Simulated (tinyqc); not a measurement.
Changing the curvature c: minimum-mode following (dimer method) and harmonic rate on a two-dimensional model surface. Computed by tinyqc, a small Python program. Command: `OMP_NUM_THREADS=1 python tinyqc.py 3015577 3015578 out.jsonl dimer sweep`. One thread of a shared host (Intel(R) Xeon(R) Processor @ 2.30GHz), about 0.05 s of CPU time with the checks.

V(x, y) = h u^2 + t x + (kappa/2)(y + c u)^2 with u = x^2/w^2 - 1; the path runs from the minimum near (-w, 0) to that near (w, 0).

Inputs (values chosen for the exercise, for a model surface):

| quantity | value | unit |
|---|---|---|
| height h | 1.4 | eV |
| half width w | 1.4 | angstrom |
| transverse stiffness kappa | 2.7 | eV/angstrom^2 |
| tilt t | 0.11 | eV/angstrom |
| start as a fraction of the way from minimum to saddle | 0.66 | - |
| offset of the start in y | 0.12 | angstrom |
| first angle of the dimer | -20 | degrees |
| half length delta | 0.02 | angstrom |
| step factor eta | 0.055 | angstrom^2/eV |
| mass M | 141 | u |
| temperature T | 250 | K |

Surface: curved double well.

Constants: nu for 1 eV/(angstrom^2 u) = 15.6333042 THz; k_B = 8.617333262e-05 eV/K.

Method:
- Newton steps x(new) = x - H^-1 grad V (moves limited to 0.3 angstrom) from (-w, 0), (w, 0) and (0, c) give the two minima and the saddle.
- Dimer at R with unit axis N = (cos phi, sin phi) and normal T = (-sin phi, cos phi). Gradients g at R +/- delta N and at R +/- delta T give H N and H T by central differences, (g+ - g-)/(2 delta). With C_N = N.H N, C_T = T.H T and b = T.H N, rotate by theta = (1/2) atan2(-2b, C_T - C_N), the angle of least curvature C = (C_N + C_T)/2 - sqrt((C_N - C_T)^2/4 + b^2).
- Translate along F = -g + 2 (g.N) N if C < 0, else along F = (g.N) N, with the new axis: R(new) = R + eta F, the move limited to 0.2 angstrom.
- R0 = start minimum + fraction x (saddle - minimum) + (0, offset). Stop when |g| is below 1e-5 eV/angstrom, after 150 steps at most.
- Diagonalise the Hessian at the start minimum and at the saddle; nu = 15.6333042 THz x sqrt(|lambda|/M).
- Vineyard prefactor nu* = nu1 nu2 (minimum)/nu2 (saddle); k = nu* exp(-E_b/(k_B T)).

One run for each value:

| curvature c (angstrom) | prefactor nu* (THz) | barrier from the start (eV) | steps | rate k (1/s) |
|---|---|---|---|---|
| 0.10 | 3.2106 | 1.5572 | 72 | 1.3049e-19 |
| 0.25 | 3.2105 | 1.5572 | 72 | 1.3048e-19 |
| 0.40 | 3.2104 | 1.5572 | 71 | 1.3048e-19 |
| 0.55 | 3.2102 | 1.5572 | 71 | 1.3047e-19 |
| 0.70 | 3.2100 | 1.5572 | 72 | 1.3046e-19 |
| 0.85 | 3.2097 | 1.5572 | 72 | 1.3045e-19 |
| 1.00 | 3.2094 | 1.5572 | 72 | 1.3044e-19 |

Over the rows, prefactor nu* (THz) falls from 3.2106 to 3.2094; barrier from the start (eV) does not change; steps goes from 72.0 through a minimum among these rows, 71.0 at 0.400, to 72.0. The exponent of barrier from the start stays at 0: bending the valley does not change the height of its floor. The determinant of the Hessian at the minimum does not depend on c; only the tilt, which moves the saddle off centre, lets c stiffen its stable mode and lower nu*. Steps include the final check.

Extremes, crossings and ranges named in words are read from the listed rows.
